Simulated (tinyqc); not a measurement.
From results back to parameters: cyclotron resonance of ellipsoidal valleys, Ge type. Five cases, with inputs chosen for the exercise.

Problem. The cyclotron masses of the valleys [111] and [11-1] at this angle were computed from hidden ml and mt.

Valleys along [111], [-111], [1-11], [11-1], mass ml along the axis and mt across it. B lies in the (1-10) plane, b = (sin(theta)/sqrt2, sin(theta)/sqrt2, cos(theta)). For the angle phi between B and the axis, 1/mc^2 = cos^2(phi)/mt^2 + sin^2(phi)/(mt ml). Resonance: h nu = 2 muB B/mc, h = 2 pi hbar.

Case 1.

Values chosen (out of a larger set: near those of Ge; not measured data): theta = 53 degrees (angle of B from [001] towards [110]).

mc of [111] = 0.079034 m0
mc of [11-1] = 0.212869 m0

Case 2.

Values chosen (out of a larger set: near those of Ge; not measured data): theta = 18 degrees (angle of B from [001] towards [110]).

mc of [111] = 0.096005 m0
mc of [11-1] = 0.213432 m0

Case 3.

Values chosen (out of a larger set: near those of Ge; not measured data): theta = 68 degrees (angle of B from [001] towards [110]).

mc of [111] = 0.082080 m0
mc of [11-1] = 0.139807 m0

Case 4.

Values chosen (out of a larger set: near those of Ge; not measured data): theta = 53 degrees (angle of B from [001] towards [110]).

mc of [111] = 0.079034 m0
mc of [11-1] = 0.212540 m0

Case 5.

Values chosen (out of a larger set: near those of Ge; not measured data): theta = 33 degrees (angle of B from [001] towards [110]).

mc of [111] = 0.086833 m0
mc of [11-1] = 0.346118 m0

Find: X = 1/mt^2; Y = 1/(mt ml); mt; ml.

Solution.

Case 1.

X = 1/mt^2 = 160.23
Y = 1/(mt ml) = 7.936
mt = 0.079 m0
ml = 1.59 m0

With cos^2(phi) = 0.9991 and 0.0928, the two values of 1/mc^2 are linear equations for X and Y; mt = 1/sqrt(X), ml = sqrt(X)/Y.

Case 2.

X = 1/mt^2 = 164.37
Y = 1/(mt ml) = 8.197
mt = 0.078 m0
ml = 1.56 m0

With cos^2(phi) = 0.6422 and 0.0881, the two values of 1/mc^2 are linear equations for X and Y; mt = 1/sqrt(X), ml = sqrt(X)/Y.

Case 3.

X = 1/mt^2 = 156.25
Y = 1/(mt ml) = 7.730
mt = 0.080 m0
ml = 1.62 m0

With cos^2(phi) = 0.9474 and 0.2924, the two values of 1/mc^2 are linear equations for X and Y; mt = 1/sqrt(X), ml = sqrt(X)/Y.

Case 4.

X = 1/mt^2 = 160.23
Y = 1/(mt ml) = 8.012
mt = 0.079 m0
ml = 1.58 m0

With cos^2(phi) = 0.9991 and 0.0928, the two values of 1/mc^2 are linear equations for X and Y; mt = 1/sqrt(X), ml = sqrt(X)/Y.

Case 5.

X = 1/mt^2 = 152.42
Y = 1/(mt ml) = 8.122
mt = 0.081 m0
ml = 1.52 m0

With cos^2(phi) = 0.8629 and 0.0016, the two values of 1/mc^2 are linear equations for X and Y; mt = 1/sqrt(X), ml = sqrt(X)/Y.

Computed by tinyqc, one run a case: `OMP_NUM_THREADS=1 python tinyqc.py N N+1 out.jsonl` with N = 1252789, 1280175, 1280359, 1280457, 1280990; one thread of a shared Intel(R) Xeon(R) Processor @ 2.30GHz, about 0.01 s a run at most.
